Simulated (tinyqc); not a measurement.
Inside a calculation: deep level with several charge states, and Shockley-Read-Hall recombination. Values are carried at full precision from step to step, so a last printed digit may differ when a step is redone from the rounded ones.

Energies from Ev. The defect has charge states 0, -1, -2 with weights 1, gm exp((EF - E1)/kT), exp((2 EF - E1 - E2)/kT); the shares are the weights over their sum. Boltzmann carriers: n = Nc exp((EF - Eg)/kT), p = Nv exp(-EF/kT). Neutrality: p - n + Nd + Nt <q> = 0.

Constants: kB = 8.617333262e-05 eV/K.

Inputs chosen for the exercise (gap and densities of states near those of Si at this temperature; the results hold for these values, not for the real material):
- Eg = 1.081 eV (gap)
- Nc = 5.18e+19 1/cm^3 (conduction-band density of states)
- Nv = 2.1e+19 1/cm^3 (valence-band density of states)
- T = 450 K
- E1 = 0.539 eV (level (0/-1) above Ev)
- E2 = 0.712 eV (level (-1/-2) above Ev)
- gm = 2 (degeneracy of the middle state, the others 1)
- Nt = 4.2e+15 1/cm^3 (defects)
- Nd = 5.9e+14 1/cm^3 (ionised shallow donors minus acceptors)
- E_try = 0.268 eV (trial Fermi level)
- Et = 0.712 eV (recombination level above Ev)
- sn = 1.4e-14 cm^2 (electron capture cross-section)
- sp_ = 7.3e-16 cm^2 (hole capture cross-section)
- vth = 19000000 cm/s (thermal velocity, both carriers)
- Nm = 4.2e+16 1/cm^3 (equilibrium electrons for the lifetime steps)
- dn = 4.2e+12 1/cm^3 (excess pairs)

## Charge states at a trial Fermi level

Form the exponents, the shares, the mean charge and the residual of neutrality at EF = E_try.

exponents of the second and third weights: -6.988  -18.438

shares: 0 0.9982, -1 0.0018, -2 0.0000

<q> = -0.0018

n, p (1/cm^3): 4.07e+10  2.09e+16

residual = 2.15e+16 1/cm^3

The residual is positive, so EF must rise.

## The neutral state

Solve for EF.

EF = 0.4535 eV

shares at EF: 0 0.819, -1 0.181, -2 0.000

n = 4.86e+12 1/cm^3
p = 1.75e+14 1/cm^3

Without the defects the majority density would be 5.91e+14 1/cm^3; with them the density of these carriers is 4.86e+12, below that of the other kind: the type has inverted, so the defects more than cancel the doping. Most defects are in the state 0.

## Recombination through one level

One level at Et with degeneracy 1: tn = 1/(sn vth Nt), tp = 1/(sp_ vth Nt), n1 = Nc exp((Et - Eg)/kT), p1 = Nv exp(-Et/kT), ni^2 = n1 p1. Equilibrium n0 = Nm, p0 = ni^2/Nm; n = n0 + dn, p = p0 + dn. U = (n p - ni^2)/(tp (n + n1) + tn (p + p1)), lifetime dn/U; emission rates en = sn vth n1, ep = sp_ vth p1.

Evaluate each quantity.

tn, tp (microsecond): 0.0008951  0.01717

n1, p1 (1/cm^3): 3.82e+15  2.23e+11

U = 2.24e+20 1/(cm^3 s)
lifetime = 0.0187 microsecond

The lifetime is 1.091 times the minority capture time tp and 1.04 times tn + tp, the limit of high injection.

## Emission and generation in a depleted region

With n = p = 0 the level generates pairs at G = Nt en ep/(en + ep); generation lifetime tg = ni/G; current density e G W for a width W = 1 micrometre, e = 1.602176634e-19 C.

en, ep (1/s): 1.02e+09  3.09e+03

G = 1.30e+19 1/(cm^3 s)
tg = 2.25 microsecond
current density = 0.000208 A/cm^2

The slower step, hole emission, limits the rate: en/ep = 3.28e+05.

## Checks

- U against hole capture minus emission at the steady occupation of the level (1/(cm^3 s)): both 2.243e+20.

Run: tinyqc, `OMP_NUM_THREADS=1 python tinyqc.py 1680507 1680508 out.jsonl`; Intel(R) Xeon(R) Processor @ 2.30GHz, one thread, shared host; about 0.01 s of CPU time with all checks.
